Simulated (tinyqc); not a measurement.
Inside a calculation. Model: implanted layer, carriers, mobility and sheet resistance with incomplete ionisation.

Program tinyqc, `OMP_NUM_THREADS=1 python tinyqc.py 2110063 2110064 out.jsonl`; Intel Xeon 2.30GHz, shared host, one thread, about 0.01 s. Printed values are rounded.

An n-type layer from the surface x = 0 to the junction xj, N(x) = N0 exp(-(x - Rp)^2/(2 sg^2)). Local neutrality (no depletion at surface or junction, no spilling of carriers), intrinsic carriers neglected, Boltzmann statistics.

Values chosen for this exercise; values close to those of phosphorus in silicon over a p-type background: temperature T = 400 K; background doping of the opposite type Nb = 7.5e14 cm^-3; peak chemical concentration N0 = 5.2e17 cm^-3; mobility limit at high doping m1 = 66.7 cm^2/(V s); mobility limit at low doping, at 300 K m2 = 1400 cm^2/(V s); reference doping of the mobility law Nr = 9.1e16 cm^-3; exponent of the mobility law am = 0.716; temperature exponent of m2 bt = 2.5; solubility limit of active dopant Ns = 3.89e20 cm^-3; conduction-band density of states at T NB = 4.33e19 cm^-3; ionisation energy in the dilute limit Ei = 0.0463 eV; degeneracy factor of the level gd = 2; lowering of Ei per N^(1/3) ks = 5.3e-9 eV cm; straggle after annealing sg = 25 nm; projected range Rp = 44 nm.

Constants: q = 1.602176634e-19 C, kB = 1.380649e-23 J/K, Vt = kB T/q. Results are converted to the units shown.

Range of the model: The layer is thin and light enough that depletion at the surface and the junction, left out here, would remove a good share of its carriers.

## Junction depth and local values

xj = Rp + sg sqrt(2 ln(N0/Nb)); 11 equal steps from 0 to xj. Active dopant A = min(N, Ns); n solves n (n + Nb)/(A - Nb - n) = K, K = (NB/gd) exp(-E/Vt), E = max(Ei - ks A^(1/3), 0), so n = 2 K (A - Nb)/[Nb + K + sqrt((Nb + K)^2 + 4 K (A - Nb))]; mobility mu = m1 + (m2 (T/300 K)^(-bt) - m1)/(1 + ((A + Nb)/Nr)^am).

xj = 134.426 nm

```
point   x (nm)   N (cm^-3)   A (cm^-3)  n (1e17 cm^-3)  mu (cm^2/(V s))
0        0.000  1.10501e17  1.10501e17         1.07827          352.255
1       12.221  2.31802e17  2.31802e17         2.23016          274.729
2       24.441  3.82906e17  3.82906e17         3.61437          228.545
3       36.662  4.98074e17  4.98074e17         4.63599          207.143
4       48.882  5.10178e17  5.10178e17         4.74182          205.291
5       61.103  4.11506e17  4.11506e17         3.87063          222.480
6       73.323  2.61371e17  2.61371e17         2.50524          263.097
7       85.544  1.30727e17  1.30727e17         1.27309          334.053
8       97.764  5.14872e16  5.14872e16         0.50308          434.689
9      109.985  1.59684e16  1.59684e16         0.15177          541.004
10     122.206  3.89985e15  3.89985e15         0.03148          616.607
11     134.426      7.5e14      7.5e14         0.00000          651.084
```

At the point of highest doping 93.1 % of the net active dopant gives free carriers. The mobility runs from 205 to 651 cm^2/(V s).

## Sheet quantities by the trapezoid rule

Dose = integral of N, carrier sheet density = integral of n, 1/Rs = q integral of n mu, mean mobility 1/(q Rs sheet density), Hall mobility (unit Hall factor) = integral of n mu^2 over integral of n mu, Hall sheet density = (integral of n mu)^2/integral of n mu^2; all from 0 to xj.

dose = 3.1206e12 cm^-2
carrier sheet density = 2.9448e12 cm^-2
Rs = 8763.3 ohm/square
mean mobility = 241.86 cm^2/(V s)
Hall mobility = 254.16 cm^2/(V s)
Hall sheet density = 2.8023e12 cm^-2

Carriers make up 94.4 % of the dose. A Hall measurement weights the mobile tail, so its sheet density is 4.8 % below the true one. With 4000 steps Rs = 8734 ohm/square; the coarse value is 0.33 % above it.
